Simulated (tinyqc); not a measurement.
Free and trapped electrons in a MOS channel with a dense trap tail: one step of the calculation.

p-type body, charge-sheet picture, full ionisation (an idealisation for deep acceptors), Boltzmann statistics for free electrons. e = Ec - EF at the surface. Acceptor-like traps of density D(E) = D0 + De exp(-E/Ew) at depth E below Ec, from 0 to Eu, hold n_t = integral of D(E)/(1 + exp((e - E)/Vt)). psi = Eg - Vt ln(Nv/Na) - e; N_dep = sqrt(2 eps0 eps_r Na (psi - Vt)/q); n_f = sqrt(N_dep^2 + 2 eps0 eps_r Vt Nc exp(-e/Vt)/q) - N_dep; Vg = Vfb + psi + q (N_dep + n_t + n_f)/Cox, Cox = eps0 eox/tox.

Task. Trapped charge. Trapezoid rule on 12 equal steps from 0 to Eu, f = 1/(1 + exp((e - E)/Vt)).

Values chosen for this exercise; band and dielectric values close to those of 4H silicon carbide:
- T = 300 K (temperature)
- D0 = 3.3e10 cm^-2 eV^-1 (constant background density of acceptor-like traps)
- De = 1.3e13 cm^-2 eV^-1 (density of the tail at the conduction edge)
- Ew = 0.08 eV (decay energy of the tail)
- Eu = 0.98 eV (depth below Ec down to which the traps reach)
- e = 0.07 eV (Ec - EF at the surface)

Constants: q = 1.602176634e-19 C, kB = 1.380649e-23 J/K, Vt = kB T/q. Results are converted to the units shown.

Wanted: E; D(E) f; n_t.

Result.

```
point,E (eV),D(E) f (cm^-2 eV^-1)
0,0,8.1481e11
1,0.081667,2.8817e12
2,0.16333,1.6753e12
3,0.24500,6.4028e11
4,0.32667,2.5205e11
5,0.40833,1.1193e11
6,0.49000,6.1437e10
7,0.57167,4.3246e10
8,0.65333,3.6692e10
9,0.73500,3.4330e10
10,0.81667,3.3479e10
11,0.89833,3.3173e10
12,0.98000,3.3062e10
```

n_t = 5.0858e11 cm^-2

Program tinyqc, `OMP_NUM_THREADS=1 python tinyqc.py 2222080 2222081 out.jsonl`; Intel Xeon 2.30GHz, shared host, one thread, about 0.02 s.
